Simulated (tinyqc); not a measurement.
Inside a calculation. Method: Hubbard chain of 4 sites. Computed by tinyqc, a small Python program that keeps every step. Settings: hopping = 1.91, U = 9.8, mixing = 0.2, iteration cap = 54. Command: `OMP_NUM_THREADS=1 python tinyqc.py 24688 24689 out.jsonl` (the two numbers bound the seeds that draw the settings). One thread of a shared host (Intel(R) Xeon(R) Processor @ 2.60GHz), about 0.2 s of CPU time with the checks.

one-body matrix (hopping and site energies) (eV), lower triangle:
```
          1         2         3        4
1   0.00000
2  -1.91000   0.00000
3   0.00000  -1.91000   0.00000
4   0.00000   0.00000  -1.91000  0.00000
```

U = 9.80000 eV

electrons, up and down: 2  1

n(up) at the start (a guess, not normalised): 1 0.80000, 2 0.20000, 3 0.80000, 4 0.20000

n(down) at the start (a guess): 1 0.00000, 2 0.55000, 3 0.00000, 4 0.55000

Each step fills the lowest levels of T + U n(other spin) and sets n(new) = n + mixing (n(out) - n); stop when output and input agree to 1e-8.

Course of the cycle:

| iteration | E (eV) | largest \|n(out) - n(in)\| | mean \|n_up - n_down\| |
|---|---|---|---|
| 1 | -2.7111806 | 3.17e-01 | 0.56562 |
| 2 | -2.8139659 | 2.10e-01 | 0.56067 |
| 3 | -2.8691367 | 1.44e-01 | 0.55417 |
| 4 | -2.9001958 | 1.09e-01 | 0.54727 |
| 5 | -2.9219830 | 9.30e-02 | 0.54050 |
| 6 | -2.9419077 | 8.88e-02 | 0.53394 |
| 7 | -2.9639090 | 9.11e-02 | 0.52750 |
| 8 | -2.9906061 | 9.68e-02 | 0.52097 |
| 9 | -3.0239627 | 1.04e-01 | 0.51412 |
| 10 | -3.0652298 | 1.11e-01 | 0.52331 |
| 11 | -3.1145758 | 1.17e-01 | 0.53949 |
| ... | ... | ... | ... |
| 44 | -3.6801867 | 2.42e-02 | 0.58310 |
| 45 | -3.6817789 | 2.31e-02 | 0.58126 |
| 46 | -3.6832869 | 2.21e-02 | 0.57944 |
| 47 | -3.6847175 | 2.12e-02 | 0.57766 |
| 48 | -3.6860767 | 2.04e-02 | 0.57589 |
| 49 | -3.6873700 | 1.96e-02 | 0.57415 |
| 50 | -3.6886022 | 1.89e-02 | 0.57243 |
| 51 | -3.6897779 | 1.82e-02 | 0.57073 |
| 52 | -3.6909009 | 1.76e-02 | 0.56906 |
| 53 | -3.6919748 | 1.70e-02 | 0.56741 |
| 54 | -3.6930030 | 1.65e-02 | 0.56578 |

Can the last value be used, and what does the course show?

Not by the stop rule. Not converged within 54 iterations: the residual falls steadily but slowly, by a factor of about 0.96 a step. The lowest mean-field energy found from random starts is -3.72647 eV. Reruns (cap 100 unless said): mixing 0.5: not converged; mixing 0.9: not converged; the original settings with a cap of 400: not converged.
